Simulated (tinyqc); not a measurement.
Wafer and channel orientation: ellipsoidal valleys in the axes of a wafer and a channel.

Valleys with axes a along [111], [1-1-1], [-11-1] and [-1-11], one whole valley each; inverse mass tensor w = 1/mt + (1/ml - 1/mt) a a. Device axes: z = nz/|nz|, x = nx/|nx|, y = z cross x; in them a = (ax, ay, az). Confinement mass mz = 1/w_zz. In the plane w_ij is replaced by u_ij = w_ij - w_iz w_jz/w_zz (i, j = x, y); density-of-states mass md = 1/sqrt(det u); conductivity mass along x mc = 1/u_xx; ballistic transport mass mx = u_yy/det u, width mass my = 1/u_yy.

Hard walls: E_n = c (n pi/t)^2/mz, c = hbar^2/2m0, n = 1, 2, 3. Non-degenerate share of a valley proportional to md sum_n exp(-E_n/kT); mean 1/mc = sum of share/mc. 1 nm = 10 angstrom.

Constants: hbar^2/2m0 = 3.80998211 eV angstrom^2; kB = 8.617333262e-05 eV/K.

Inputs chosen for the exercise (near those of the L valleys of Ge; shifted at random, so the results belong to these values and not to a real crystal):
```
symbol  value  unit  meaning
ml      1.641  m0    longitudinal mass
mt      0.079  m0    transverse mass
t       4.3    nm    thickness of the film
T       77     K     temperature
```

For each face/channel: the lowest ladder (mz, number of valleys, md, E1, share) and the mean conductivity mass over all valleys.

Results:
```
face/channel     mz  valleys     md  E1 (meV)  share  mean mc
(110)/[1-10]  0.216        2  0.218      94.1  1.000   0.0790
(110)/[001]   0.216        2  0.218      94.1  1.000   0.5997
(210)/[001]   0.184        2  0.236     110.4  1.000   0.3036
(001)/[110]   0.116        4  0.298     175.8  1.000   0.1476
(113)/[1-10]  0.283        1  0.190      71.8  1.000   0.0790
(111)/[11-2]  1.641        1  0.079      12.4  1.000   0.0790
(100)/[011]   0.116        4  0.298     175.8  1.000   0.1476
```

What can be read from this table?

The mean conductivity mass is lowest, 0.0790, for (110)/[1-10], (113)/[1-10] and (111)/[11-2] and highest, 0.5997, for (110)/[001]; the bulk value is 0.1157. The confinement energy is lowest on the face with the heaviest mz ((111), 12 meV). The density of states of the lowest ladder, valleys times md, runs between 0.079 and 1.190; a small value limits the charge through the quantum capacitance. Rows with E1 above about 150 meV are beyond the parabolic range, and other valley families may lie lower.

Run: tinyqc, `OMP_NUM_THREADS=1 python tinyqc.py 1850498 1850499 out.jsonl`; Intel(R) Xeon(R) Processor @ 2.30GHz, one thread, shared host; about 0.01 s of CPU time with all checks.
